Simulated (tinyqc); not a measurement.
# Energy and delay of logic against supply voltage: two studies

One expression serves below and above threshold: I(Vg) = Ik [ln(1 + exp((Vg - VT + dd V)/(al nf Vt)))]^al, with I_on = I(V) and I_off = I(0). Gate delay td = kd C V/I_on, clock period LD td. Per gate and cycle the switching energy is act C V^2 and the leakage energy I_off V LD td. No short-circuit current, no variation. Minima are sought above 0.09 V; below a few Vt gates no longer switch and the model has no meaning.

Inputs (values chosen for the exercise); values of the order met in logic technologies:
- T = 300 K (temperature)
- VT = 0.33 V (threshold voltage at zero drain bias)
- nf = 1.36 (slope factor)
- dd = 0.06 (barrier lowering per volt of supply)
- Ik = 2 uA (specific current of a gate)
- al = 1.71 (exponent of the current law)
- C = 0.89 fF (load capacitance of a gate)
- kd = 1.1 (delay factor)
- LD = 30 (logic depth)
- act = 0.02 (activity factor)

Constants: q = 1.602176634e-19 C, kB = 1.380649e-23 J/K, Vt = kB T/q. Results are converted to the units shown.

Each table varies one quantity; the others keep the values above.

## Energy and delay against supply voltage

EDP = energy times td.

Result of one run:

| V (V) | I_on (uA) | I_off (nA) | td (ps) | switching (aJ) | leakage (aJ) | energy (aJ) | EDP (fJ ps) |
|---|---|---|---|---|---|---|---|
| 0.75 | 66.111 | 0.59891 | 11.106 | 10.012 | 0.14966 | 10.162 | 0.11286 |

What becomes of these results when the supply voltage V is changed from 0.75 to 0.3 V, all else the same?

Result of the changed run:

| V (V) | I_on (uA) | I_off (nA) | td (ps) | switching (aJ) | leakage (aJ) | energy (aJ) | EDP (fJ ps) |
|---|---|---|---|---|---|---|---|
| 0.3 | 0.83097 | 0.27862 | 353.44 | 1.6020 | 0.88629 | 2.4883 | 0.87946 |

The whole series:

| V (V) | I_on (uA) | I_off (nA) | td (ps) | switching (aJ) | leakage (aJ) | energy (aJ) | EDP (fJ ps) |
|---|---|---|---|---|---|---|---|
| 0.19 | 0.046858 | 0.23105 | 3969.6 | 0.64258 | 5.2279 | 5.8705 | 23.304 |
| 0.3 | 0.83097 | 0.27862 | 353.44 | 1.6020 | 0.88629 | 2.4883 | 0.87946 |
| 0.41 | 6.0021 | 0.33597 | 66.875 | 2.9922 | 0.27636 | 3.2685 | 0.21858 |
| 0.53 | 20.289 | 0.41205 | 25.574 | 5.0000 | 0.16755 | 5.1676 | 0.13216 |
| 0.64 | 40.386 | 0.49679 | 15.514 | 7.2909 | 0.14798 | 7.4389 | 0.11541 |
| 0.75 | 66.111 | 0.59891 | 11.106 | 10.012 | 0.14966 | 10.162 | 0.11286 |
| 0.86 | 96.918 | 0.72197 | 8.6872 | 13.165 | 0.16181 | 13.327 | 0.11577 |
| 0.98 | 135.92 | 0.88511 | 7.0587 | 17.095 | 0.18368 | 17.279 | 0.12197 |
| 1.09 | 176.35 | 1.0667 | 6.0509 | 21.148 | 0.21107 | 21.359 | 0.12924 |
| 1.2 | 221.06 | 1.2855 | 5.3143 | 25.632 | 0.24593 | 25.878 | 0.13752 |

td falls from 3970 to 5.31 ps; the energy goes from 5.87 through a minimum of 2.49 (at V = 0.3 V among the rows listed) to 25.9 aJ and the EDP goes from 23.3 through a minimum of 0.113 (at V = 0.75 V among the rows listed) to 0.138 fJ ps. The exact minima lie at V = 0.308 V for the energy and 0.732 V for the EDP. Going from 1.2 V to the energy minimum saves a factor of 10.4 in energy and costs a factor of 57.1 in delay. Below the minimum the leakage energy rises faster than the switching energy falls, because the clock period grows so steeply.

## Optimum supplies against the logic depth

Same model as above.

V_min minimises the energy and V_EDP the product of energy and td.

Result of one run:

| LD | V_min (V) | energy at V_min (aJ) | leakage share (%) | clock at V_min (MHz) | V_EDP (V) | clock at V_EDP (GHz) |
|---|---|---|---|---|---|---|
| 30 | 0.3080 | 2.480 | 31.94 | 109.8 | 0.7320 | 2.863 |

What becomes of these results when the logic depth LD is changed from 30 to 150, all else the same?

Result of the changed run:

| LD | V_min (V) | energy at V_min (aJ) | leakage share (%) | clock at V_min (MHz) | V_EDP (V) | clock at V_EDP (GHz) |
|---|---|---|---|---|---|---|
| 150 | 0.3869 | 4.312 | 38.22 | 75.83 | 0.7615 | 0.6179 |

The whole series:

| LD | V_min (V) | energy at V_min (aJ) | leakage share (%) | clock at V_min (MHz) | V_EDP (V) | clock at V_EDP (GHz) |
|---|---|---|---|---|---|---|
| 5 | 0.2259 | 1.388 | 34.56 | 115.7 | 0.7247 | 16.84 |
| 8 | 0.2476 | 1.626 | 32.87 | 118.1 | 0.7256 | 10.55 |
| 12 | 0.2661 | 1.854 | 32.02 | 117.9 | 0.7268 | 7.057 |
| 20 | 0.2893 | 2.181 | 31.67 | 114.6 | 0.7291 | 4.261 |
| 30 | 0.3080 | 2.480 | 31.94 | 109.8 | 0.7320 | 2.863 |
| 50 | 0.3319 | 2.927 | 33.01 | 101.0 | 0.7375 | 1.743 |
| 80 | 0.3547 | 3.431 | 34.73 | 91.03 | 0.7452 | 1.112 |
| 150 | 0.3869 | 4.312 | 38.22 | 75.83 | 0.7615 | 0.6179 |

As LD goes from 5 to 150, V_min rises from 0.226 to 0.387 V, the energy there rises from 1.39 to 4.31 aJ, the clock there goes from 116 through a maximum of 118 (at LD = 8 among the rows listed) to 75.8 MHz and V_EDP rises from 0.725 to 0.761 V. act and LD enter V_min only through the ratio act/LD.

Program tinyqc, `OMP_NUM_THREADS=1 python tinyqc.py 2082068 2082069 out.jsonl`; Intel Xeon 2.30GHz, shared host, one thread, about 0.01 s.
